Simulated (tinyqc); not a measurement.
## Long-channel MOSFET, surface-potential model: effect of the insulator thickness

n-channel transistor on a uniformly doped p-type body, gradual-channel approximation, constant mobility, Boltzmann statistics, full ionisation. Potentials are counted from the neutral body; V is the electron quasi-Fermi potential, Vsb at the source and Vsb + Vds at the drain. Charges are magnitudes per area.

ni = sqrt(Nc Nv) exp(-Eg/(2 Vt)), Eg in volts; phiF = Vt ln(Na/ni); Cox = eps0 eox/tox; gamma = sqrt(2 q eps0 eps_r Na)/Cox. The surface potential psi at channel potential V solves Vgs + Vsb - Vfb - psi = gamma sqrt(G), G = psi - Vt + Vt exp((psi - 2 phiF - V)/Vt). Charge sheet: Qi = Cox gamma [sqrt(G) - sqrt(psi - Vt)]; I = mu (W/L) [integral of Qi dpsi from psi_0 to psi_L (drift) + Vt (Qi0 - QiL) (diffusion)], with psi_0 at V = Vsb and psi_L at V = Vsb + Vds. VT = Vfb + 2 phiF + gamma sqrt(2 phiF + Vsb), m = 1 + gamma/(2 sqrt(2 phiF + Vsb)). The swing is 20 mV/log10[I(VT - 0.14 V)/I(VT - 0.16 V)] of the charge-sheet current at the given Vds.

Inputs (values chosen for the exercise); material values close to those of silicon:
- T = 293 K (temperature)
- Eg = 1.14 eV (band gap)
- eps_r = 11.8 (relative permittivity of the semiconductor)
- Nc = 2.67e19 cm^-3 (conduction-band density of states at T)
- Nv = 2.57e19 cm^-3 (valence-band density of states at T)
- Na = 4.2e16 cm^-3 (acceptor density of the body)
- eox = 7.59 (relative permittivity of the gate insulator)
- Vfb = -0.97 V (flat-band voltage)
- mu = 190 cm^2/(V s) (channel mobility)
- W = 2 um (gate width)
- L = 10 um (gate length)
- Vsb = 2 V (source-body reverse bias)
- Vgs = 0.4 V (gate-source voltage)
- Vds = 0.1 V (drain-source voltage)

Constants: q = 1.602176634e-19 C, kB = 1.380649e-23 J/K, Vt = kB T/q, eps0 = 8.8541878128e-14 F/cm where lengths are in cm. Results are converted to the units shown.

Effect of the insulator thickness:

| tox (nm) | gamma (V^0.5) | VT (V) | m | swing (mV/decade) | I at Vgs, Vds (uA) |
|---|---|---|---|---|---|
| 2.3 | 0.04058 | -0.08689 | 1.012 | 59.15 | 2.518 |
| 3.1 | 0.05470 | -0.06321 | 1.016 | 59.40 | 1.796 |
| 4.2 | 0.07411 | -0.03065 | 1.022 | 59.75 | 1.225 |
| 5.7 | 0.1006 | 0.01376 | 1.030 | 60.23 | 0.7822 |
| 7.7 | 0.1359 | 0.07297 | 1.040 | 60.86 | 0.4486 |
| 10 | 0.1764 | 0.1411 | 1.053 | 61.59 | 0.2281 |
| 14 | 0.2470 | 0.2595 | 1.074 | 62.86 | 0.04263 |

As tox goes from 2.3 to 14 nm, VT rises from -0.0869 to 0.259 V, the swing rises from 59.1 to 62.9 mV a decade and the current falls from 2.52 to 0.0426 uA. The swing is 0.52 % above m Vt ln 10 in the first row and 0.70 % above it in the last. For tox = 2.3 to 7.7 nm the surface electron density at the source passes 0.3 Nc, where degeneracy and quantisation, left out here, matter.

Program tinyqc, `OMP_NUM_THREADS=1 python tinyqc.py 2360068 2360069 out.jsonl`; Intel Xeon 2.30GHz, shared host, one thread, about 0.03 s.
